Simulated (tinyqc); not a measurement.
# Pelgrom slope, floor and doping from two device sizes

Problem. s^2 = A^2/(L W) + s0^2, with s0 independent of size and A = (q/Cox) sqrt(Na Wd/3) from random dopants alone, Cox = 3.9 eps0/ti. Find A, s0 and Na.

Values chosen for this exercise:
- ti = 2.3 nm (oxide-equivalent thickness in inversion)

Constants: q = 1.602176634e-19 C, eps0 = 8.8541878128e-14 F/cm where lengths are in cm. Results are converted to the units shown.

s for gate areas 0.00062 and 0.019 um^2 (mV): [35.6702696, 6.70906708]
Wd = 54.5328758 nm

Solution. s^2 is linear in 1/area: slope A^2, intercept s0^2.

A = 0.887 mV um
s0 = 1.90 mV
Na = 3.80e17 cm^-3

Program tinyqc, `OMP_NUM_THREADS=1 python tinyqc.py 2090094 2090095 out.jsonl`; Intel Xeon 2.30GHz, shared host, one thread, about 0.01 s.
